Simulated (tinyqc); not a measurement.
What moves the optical constants: free-carrier optics of a doped semiconductor (Drude model).

eps(E) = ei [1 - Ep^2/(E^2 + i E Gam)], with Ep^2 = 8 pi c (e^2/(4 pi eps0)) N/(m ei), c = hbar^2/2m0, N in 1/angstrom^3 (1e-24 per 1/cm^3); Gam = hbar/tau, tau = mu m m0/e with m0/e = 5.685630e-12 kg/C and mu in m^2/(V s). Energies in meV.

n + i k = sqrt(eps1 + i eps2) with k >= 0; R = ((n - 1)^2 + k^2)/((n + 1)^2 + k^2) at normal incidence from vacuum; alpha = 2 E k/(hbar c), times 1e8 for 1/cm; loss function Im(-1/eps) = eps2/(eps1^2 + eps2^2).

Constants: hbar^2/2m0 = 3.80998211 eV angstrom^2; e^2/(4 pi eps0) = 14.39964547 eV angstrom; hbar = 6.58211957e-16 eV s; hbar c = 1973.269805 eV angstrom.

Parameters, chosen for this exercise (mass and dielectric values near those of Ge; N and mu are free inputs; interband absorption and the rise of the mass with filling are left out; shifted at random, so the results belong to these values and not to a real crystal):
- N = 8.4e+17 1/cm^3 (carrier density)
- m = 0.123 m0 (conductivity mass)
- mu = 1400 cm^2/(V s) (mobility)
- ei = 16.38 (high-frequency dielectric constant)
- E = 15.7 meV (photon energy)

At the energy E.

One parameter was then changed.

Results before and after:
```
case     Ep (meV)  Gam (meV)       R  alpha (1/cm)
base        23.98       6.72  0.7457      6.84e+03
changed     23.98       6.72  0.6262      5.77e+03
```

Which of these changes was made? (a) E = 18.8 meV; (b) N = 1.26e+18 1/cm^3; (c) mu = 840 cm^2/(V s); (d) ei = 17.2; (e) m = 0.1476 m0.

Answer: (a) E = 18.8 meV. Of the candidates, run in turn, only this one gives the changed row.

All candidates:
```
case                 Ep (meV)  Gam (meV)       R  alpha (1/cm)
base                    23.98       6.72  0.7457      6.84e+03
N = 1.26e+18 1/cm^3     29.37       6.72  0.8360      9.43e+03
m = 0.1476 m0           21.89       5.60  0.7178      5.89e+03
mu = 840 cm^2/(V s)     23.98      11.20  0.6340      6.07e+03
ei = 17.2               23.40       6.72  0.7349      6.71e+03
E = 18.8 meV            23.98       6.72  0.6262      5.77e+03
```

Computed by tinyqc, a small Python program: `OMP_NUM_THREADS=1 python tinyqc.py 1650440 1650441 out.jsonl` (the numbers bound the seed that draws the inputs); one thread of a shared host (Intel(R) Xeon(R) Processor @ 2.30GHz), about 0.01 s for the whole set of steps.
